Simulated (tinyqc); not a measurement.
Comparisons within one model: Shockley-Read-Hall recombination through one deep level. A value that a table varies takes the place of the one given here.

One level at Et with degeneracy 1: tn = 1/(sn vth Nt), tp = 1/(sp_ vth Nt), n1 = Nc exp((Et - Eg)/kT), p1 = Nv exp(-Et/kT), ni^2 = n1 p1. Equilibrium p0 = Nm, n0 = ni^2/Nm; n = n0 + dn, p = p0 + dn. U = (n p - ni^2)/(tp (n + n1) + tn (p + p1)), lifetime dn/U; emission rates en = sn vth n1, ep = sp_ vth p1.

Constants: kB = 8.617333262e-05 eV/K.

Parameters, chosen for this exercise (gap and densities of states near those of GaN at this temperature; the results hold for these values, not for the real material): E1 = 1.226 eV (level (0/-1) above Ev); E2 = 2.772 eV (level (-1/-2) above Ev); gm = 2 (degeneracy of the middle state, the others 1); T = 300 K; Eg = 3.416 eV (gap); Nc = 2.23e+18 1/cm^3 (conduction-band density of states); Nv = 4.61e+19 1/cm^3 (valence-band density of states); Et = 2.772 eV (recombination level above Ev); Nt = 1.9e+16 1/cm^3 (defects); sn = 4.9e-15 cm^2 (electron capture cross-section); sp_ = 4.3e-16 cm^2 (hole capture cross-section); vth = 21000000 cm/s (thermal velocity, both carriers); Nm = 1.9e+17 1/cm^3 (equilibrium holes for the lifetime steps); dn = 7.4e+16 1/cm^3 (excess pairs).

## Charge state against the Fermi level (deep level with several charge states)

Energies from Ev. The defect has charge states 0, -1, -2 with weights 1, gm exp((EF - E1)/kT), exp((2 EF - E1 - E2)/kT); the shares are the weights over their sum. Boltzmann carriers: n = Nc exp((EF - Eg)/kT), p = Nv exp(-EF/kT). Neutrality: p - n + Nd + Nt <q> = 0.

Shares:

| EF (eV) | 0 | -1 | -2 | <q> |
|---|---|---|---|---|
| 0.205 | 1.000 | 0.000 | 0.000 | 0.000 |
| 0.478 | 1.000 | 0.000 | 0.000 | 0.000 |
| 0.752 | 1.000 | 0.000 | 0.000 | 0.000 |
| 1.025 | 0.999 | 0.001 | 0.000 | -0.001 |
| 1.298 | 0.030 | 0.970 | 0.000 | -0.970 |
| 1.571 | 0.000 | 1.000 | 0.000 | -1.000 |
| 1.845 | 0.000 | 1.000 | 0.000 | -1.000 |
| 2.118 | 0.000 | 1.000 | 0.000 | -1.000 |
| 2.391 | 0.000 | 1.000 | 0.000 | -1.000 |
| 2.664 | 0.000 | 0.992 | 0.008 | -1.008 |
| 2.938 | 0.000 | 0.003 | 0.997 | -1.997 |
| 3.211 | 0.000 | 0.000 | 1.000 | -2.000 |

Where the levels are several kT apart the middle state rules between about E1 - kT ln gm = 1.208 and E2 + kT ln gm = 2.790 eV; its largest share listed is 1.000. Each step spreads from 10 % to 90 % over 4.4 kT = 0.114 eV.

## Lifetime against injection

Recombination:

| dn (1/cm^3) | lifetime (microsecond) | U (1/(cm^3 s)) |
|---|---|---|
| 1.0e+11 | 0.0005115 | 1.96e+20 |
| 1.0e+12 | 0.0005115 | 1.95e+21 |
| 1.0e+13 | 0.0005118 | 1.95e+22 |
| 1.0e+14 | 0.0005145 | 1.94e+23 |
| 1.0e+15 | 0.0005420 | 1.85e+24 |
| 1.0e+16 | 0.0008029 | 1.25e+25 |
| 1.0e+17 | 0.002521 | 3.97e+25 |
| 1.0e+18 | 0.005409 | 1.85e+26 |

The lifetime rises from 0.0005115 to 0.005409 microsecond; tn + tp = 0.00634. At low injection it is tn (1 + p1/p0) + tp n1/p0 with n1/Nm = 1.8e-10 and p1/Nm = 6.6e-45: re-emission is negligible, so minority capture alone counts. Auger and radiative paths are left out; they cut in at the highest injections, and in a doped direct-gap crystal the radiative one counts at all injections. dn = dp neglects trapped charge, which matters where the traps hold a charge comparable with dn, at low injection and with very unequal cross sections.

## Where a level does most harm

Et takes the values listed; G = Nt en ep/(en + ep) in a depleted region; the lifetime is for dn = 1e11 1/cm^3.

Results:

| Et (eV) | lifetime (microsecond) | G (1/(cm^3 s)) |
|---|---|---|
| 0.205 | 0.000556 | 4.98e-27 |
| 0.478 | 0.000511 | 1.92e-22 |
| 0.752 | 0.000511 | 7.70e-18 |
| 1.025 | 0.000511 | 2.97e-13 |
| 1.298 | 0.000511 | 1.14e-08 |
| 1.571 | 0.000511 | 0.000441 |
| 1.845 | 0.000511 | 0.000801 |
| 2.118 | 0.000511 | 2.08e-08 |
| 2.391 | 0.000511 | 5.38e-13 |
| 2.664 | 0.000511 | 1.40e-17 |
| 2.938 | 0.000511 | 3.48e-22 |
| 3.211 | 0.000536 | 9.03e-27 |

Generation peaks where en = ep, at Eg/2 + (kT/2) ln(sp_ Nv/(sn Nc)) = 1.716 eV; the largest value listed is at 1.845 eV, and G falls by a decade for each 0.060 eV away from the peak. The lifetime is within a factor 2 of its minimum, 0.000511 microsecond, from 0.205 to 3.211 eV: recombination tolerates a wide range of Et, generation a narrow one.

## What moves lifetime and leakage

G = Nt en ep/(en + ep). Each row changes one parameter from the base and keeps the others.

Results:

| case | lifetime (microsecond) | G (1/(cm^3 s)) |
|---|---|---|
| base | 0.002145 | 2.14e-19 |
| Et = 2.812 eV | 0.002145 | 4.56e-20 |
| sn = 9.8e-15 cm^2 | 0.001889 | 2.14e-19 |
| sp_ = 8.6e-16 cm^2 | 0.001328 | 4.28e-19 |
| Nt = 9.5e+15 1/cm^3 | 0.004290 | 1.07e-19 |
| Nm = 5.7e+17 1/cm^3 | 0.001181 | 2.14e-19 |
| dn = 2.22e+17 1/cm^3 | 0.003652 | 2.14e-19 |

The largest shifts from the base row, up to three for each result and ties (the steps differ in size, so this ranks the rows, not the parameters). lifetime (microsecond): Nt +0.00215, dn +0.00151, Nm -0.000964; unchanged at the printed digits by Et. G (1/(cm^3 s)): sp_ +2.14e-19, Et -1.69e-19, Nt -1.07e-19; unchanged at the printed digits by sn, Nm and dn.

Computed by tinyqc, a small Python program: `OMP_NUM_THREADS=1 python tinyqc.py 1651080 1651081 out.jsonl` (the numbers bound the seed that draws the inputs); one thread of a shared host (Intel(R) Xeon(R) Processor @ 2.30GHz), about 0.01 s for the whole set of steps.
